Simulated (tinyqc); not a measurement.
Polarisation charge from two barrier thicknesses.

Problem. Voff = phiB - dEc - q sigma d/(eps0 eb). Find sigma, phiB - dEc and the thickness at which Voff = 0.

Constants: q = 1.602176634e-19 C, eps0 = 8.8541878128e-14 F/cm where lengths are in cm. Results are converted to the units shown.

Voff at d = 16 and 36 nm (V): [-3.0525220, -7.8224246]
eb = 9.2878000

Solution. Voff is a straight line in d: its slope is -q sigma/(eps0 eb) and its intercept phiB - dEc.

sigma = 1.224e13 cm^-2
phiB - dEc = 0.7634 V
thickness for Voff = 0 = 3.201 nm

Computed by the program tinyqc: `OMP_NUM_THREADS=1 python tinyqc.py 2180026 2180027 out.jsonl`, one thread of a shared Intel Xeon 2.30GHz, about 0.01 s for the whole run.
